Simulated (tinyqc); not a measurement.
Comparisons within one model: tunnelling through a thin dielectric with one trap, as a tight-binding chain. A value that a table varies takes the place of the one given here.

Hopping -t everywhere, t = c/(m a^2), c = hbar^2/2m0; lead sites at 2t (band bottom 0), barrier sites 1 to N at 2t + phi, and site j has U besides. No voltage. Leads give S = -t exp(ika) on sites 1 and N, cos(ka) = 1 - E/(2t). T = (2 t sin(ka))^2 |G_1N|^2, G = (E - H - S)^-1. In the barrier cosh(q a) = 1 + (phi - E)/(2t).

Resonance: the lowest eigenvalue of H + S(E), iterated until its real part equals E (40 rounds from Eb = phi + 2t - sqrt(4t^2 + U^2), the level in an endless barrier). With v the normalised squared amplitudes of that state, Gamma_L = 2 t sin(ka) v_1, Gamma_R = 2 t sin(ka) v_N; Breit-Wigner T = Gamma_L Gamma_R/((E - Er)^2 + (Gamma_L + Gamma_R)^2/4).

Constants: hbar^2/2m0 = 3.80998211 eV angstrom^2.

Parameters, chosen for this exercise (barrier and mass of the size used for Al2O3 on silicon; not measured data):
```
symbol  value  unit      meaning
a       2.5    angstrom  site spacing
m       0.3    m0        mass, the same in leads and barrier
phi     2.12   eV        conduction edge of the barrier above that of the leads
N       9                barrier sites
j       7                site of the trap
U       -4.11  eV        extra energy on the trap site
E       0.27   eV        electron energy
```

## Transmission around the level

Er = 0.38429 eV

widths (meV): left 0.043283, right 54.589

Energies Er + x (Gamma_L + Gamma_R).

T:
```
x     E (eV)     chain  Breit-Wigner   no trap
-3.0  0.2204  3.38e-05      8.56e-05  9.15e-08
-1.0  0.3297  0.000501      0.000633  1.99e-07
-0.5  0.3570   0.00144       0.00158  2.37e-07
0.0   0.3843   0.00316       0.00317  2.81e-07
0.5   0.4116   0.00184       0.00158  3.32e-07
1.0   0.4389  0.000866      0.000633  3.90e-07
3.0   0.5482  0.000203      8.56e-05  7.28e-07
8.0   0.8214  9.99e-05      1.23e-05  3.19e-06
```

What does this show, and why?

At Er the chain gives 0.00316, 1.13e+04 times the value without trap, and Breit-Wigner 0.00317. In the wings the single pole gives 2.53 times the chain value at x = -3 and 0.123 times at x = 8, because the widths and the level shift change with energy.

## Where a trap does most harm

The trap is moved through the barrier. The area under the resonance, 2 pi Gamma_L Gamma_R/(Gamma_L + Gamma_R), sets the current through it.

Against position:
```
j  Er (eV)  Gamma_L (meV)  Gamma_R (meV)     peak  area (meV)
3   0.3843           54.6         0.0433  0.00317       0.272
4   0.4008           9.63          0.274    0.108        1.67
5   0.4030           1.64           1.64     1.00        5.15
6   0.4008          0.274           9.63    0.108        1.67
7   0.3843         0.0433           54.6  0.00317       0.272
```

How do the results move?

The area is largest at j = 5 (5.15 meV) and 18.9 times smaller at j = 3: the slower of the two steps limits the current, so traps in the middle carry most. Each site towards a lead multiplies its width by about 5.88, close to exp(2 q a) = 5.92 at Eb.

## Direct against trap-assisted paths

N odd, the trap in the middle, j = (N + 1)/2. Direct T is that without trap at the energy Er; area = 2 pi Gamma_L Gamma_R/(Gamma_L + Gamma_R). The exponents are the slopes of the logarithms between the last two rows, per angstrom.

Against thickness:
```
N   N a (angstrom)  Er (eV)  direct T  area (meV)
5             12.5   0.3626  0.000327         163
7             17.5   0.3976  1.08e-05        30.0
9             22.5   0.4030  3.15e-07        5.15
11            27.5   0.4038  9.03e-09       0.872
13            32.5   0.4040  2.58e-10       0.147
15            37.5   0.4040  7.35e-12      0.0249
17            42.5   0.4040  2.09e-13     0.00420
```

exponents (1/angstrom): direct 0.7115, through the trap 0.3557

What does this show, and why?

The direct path falls as exp(-0.711 d) and the path through a central trap as exp(-0.356 d), 2.00 times more slowly, since each step crosses half the layer. From 5 to 17 sites the first loses 9.2 decades and the second 4.6: in thicker layers even few traps rule the leakage. Inelastic capture with phonons is left out.

## What each parameter does

Resonance and log10 T at E. Each row changes one parameter from the base and keeps the others.

Results:
```
case           Er (eV)  Gamma_L (meV)  Gamma_R (meV)  log10 T
base            0.3843        0.04328          54.59   -4.025
m = 0.276 m0    0.4822        0.09431          74.88   -4.277
phi = 2.22 eV   0.4872        0.04670          58.68   -4.726
N = 10          0.4008        0.04624          9.629   -4.931
j = 6           0.4008         0.2742          9.626   -4.131
U = -3.987 eV   0.4730        0.05885          62.41   -4.516
```

What does this show?

The largest shifts from the base row, up to three for each result and ties (the steps differ in size, so this ranks the rows, not the parameters). Er (eV): phi +0.1029, m +0.0979, U +0.0887. Gamma_L (meV): j +0.231, m +0.0510, U +0.0156. Gamma_R (meV): j -45.0, N -45.0, m +20.3. log10 T: N -0.907, phi -0.702, U -0.492.

Run: tinyqc, `OMP_NUM_THREADS=1 python tinyqc.py 1482743 1482744 out.jsonl`; Intel(R) Xeon(R) Processor @ 2.30GHz, one thread, shared host; about 0.05 s of CPU time with all checks.
